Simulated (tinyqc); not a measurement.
Starting guesses with plain Roothaan steps: SCF starting guesses in the sto-3g basis, for H4, spin multiplicity 1. Computed by the program tinyqc with PySCF. RHF with one setting changed at a time; a run stops when the energy changes by less than 1e-09 hartree and the error matrix is below 1e-5. Starts: the lowest orbitals of the core Hamiltonian, of the Wolfsberg-Helmholz matrix (K = 1.75), projected atomic densities, random orbitals, and the highest orbitals of the core Hamiltonian (a deliberately bad start).

Geometry (angstrom):
```
atom       x       y       z
H     0.0000  0.0000  0.0000
H     0.0000  0.0000  0.8210
H     0.0000  0.0000  2.7580
H     0.0000  0.0000  3.5790
```

lowest restricted solution found by these runs and by PySCF = -2.213234 hartree

Largest element of the error matrix X^T (FDS - SDF) X:
```
iteration     core  Wolfsberg-Helmholz  atomic densities   random  highest core orbitals
1          2.4e-01             7.4e-02           2.2e-02  3.2e-01                8.2e-02
2          8.2e-03             5.7e-03           2.2e-02  5.5e-01                1.3e-01
3          4.3e-04             1.1e-03           4.1e-03  7.2e-02                2.5e-02
4          8.4e-05             2.1e-04           7.6e-04  1.3e-02                4.7e-03
5          1.6e-05             3.9e-05           1.4e-04  2.5e-03                8.9e-04
6          3.0e-06             7.3e-06           2.7e-05  4.8e-04                1.7e-04
8                -                   -                 -  1.7e-05                5.9e-06
```

How each run ends:
```
run                    iterations  E (hartree)         state
core                            6    -2.213234  lowest found
Wolfsberg-Helmholz              7    -2.213234  lowest found
atomic densities                7    -2.213234  lowest found
random                          9    -2.213234  lowest found
highest core orbitals           9    -2.213234  lowest found
```

What does the comparison show, and why?

5 of 5 runs reach the lowest restricted solution found, in 6 to 9 iterations (fastest: core). The first errors are 2e-01, 7e-02, 2e-02, 3e-01, 8e-02.
